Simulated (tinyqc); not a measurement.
A barrier in a uniform field, exact transmission by Airy functions: two steps of the calculation.

The left lead has its band edge at 0, the barrier edge falls as U(x) = U0 - F x with F = V/d for 0 < x < d, and the right lead has its edge at -V. No transverse momentum; C = hbar^2/(2 m0); psi and psi'/m are continuous. M carries (psi, psi'/m) across the barrier.

Values chosen for this exercise; masses and offsets close to those of InGaAs wells and InAlAs barriers:
```
symbol  value  unit                     meaning
mL      0.041    m0       mass in the left lead
U0       0.53    eV       barrier edge at x = 0
m1      0.073    m0         mass in the barrier
E       0.202    eV             electron energy
d        11.1    nm               barrier width
V        0.57     V  voltage across the barrier
mR      0.041    m0      mass in the right lead
```

Constants: q = 1.602176634e-19 C, hbar = 1.054571817e-34 J s, m0 = 9.1093837015e-31 kg, hbar^2/(2 m0) = 0.0380998212 eV nm^2. Results are converted to the units shown.

Question 1. Scaled variables. Energy scale e = (C F^2/m1)^(1/3), z(x) = (U(x) - E)/e, s = (dz/dx)/m1 = -F/(e m1); v = k/m in a lead. vL = sqrt(mL E/C)/mL, vR = sqrt(mR (E + V)/C)/mR.

Give: F; e; z1; z2; s; vL; vR.

Answer 1.

F = 0.05135 V/nm
e = 0.1112 eV
z1 = 2.949
z2 = -2.176
s = -6.324 1/nm
vL = 11.37 1/nm
vR = 22.23 1/nm

z2 < 0: the electron leaves the forbidden region inside the barrier.

Question 2. Transfer matrix. With a = Ai, a' = Ai', b = Bi, b' = Bi' at z1 (left edge) and z2 (right edge): M11 = pi (a2 b1' - b2 a1'), M12 = (pi/s)(b2 a1 - a2 b1), M21 = pi s (a2' b1' - b2' a1'), M22 = pi (b2' a1 - a2' b1).

Airy functions:
```
              Ai           Ai'           Bi         Bi'
z1  0.0072281990  -0.012965263    12.916242   20.869294
z2    0.11281758    0.68066953  -0.44772071  0.12019441
```

s = -6.3240371 1/nm

Wanted: M (M12 in nm, M21 in 1/nm).

Answer 2.

M (M12 in nm, M21 in 1/nm):
```
        1       2
1   7.378  0.7255
2  -282.3  -27.62
```

Range of the model: Masses are held fixed, although real bands cease to be parabolic a few tenths of an eV from their edges.

tinyqc, about 0.02 s, one thread, Intel Xeon 2.30GHz (shared host): `OMP_NUM_THREADS=1 python tinyqc.py 2580126 2580127 out.jsonl`
